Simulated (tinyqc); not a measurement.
Inside a calculation. Method: coherent transport through a tight-binding region between two chains. One step of it, computed by the program tinyqc.

Question. Transmission at E = 0.11 eV. Surface Green function g = (E - i sqrt(4 t^2 - E^2)) / (2 t^2); self-energy tc^2 g on each contact site; G = (E - H - Sigma)^(-1); Gamma = -2 Im Sigma; T = Gamma_L Gamma_R |G_LR|^2; local density of states -Im G_ii / pi.

H of the central region (eV):
```
           1          2
1   0.000000  -0.710000
2  -0.710000   0.000000
```

Leads: semi-infinite chains with site energy 0:

| parameter | value |
|---|---|
| lead hopping t (eV) | 2.210000 |
| coupling to the left lead (eV) | 0.270000 |
| coupling to the right lead (eV) | 0.780000 |
| left contact site | 1 |
| right contact site | 2 |

E = 0.110000 eV

Give: g; G; local density of states; transmission.

Answer.

g = 0.0113-0.4523i 1/eV

G (1/eV):
```
                 1                2
1  -0.1682-0.5595i   1.4083+0.0939i
2   1.4083+0.0939i  -0.2122-0.0798i
```

local density of states (1/eV): 0.1781  0.0254

transmission = 0.0723
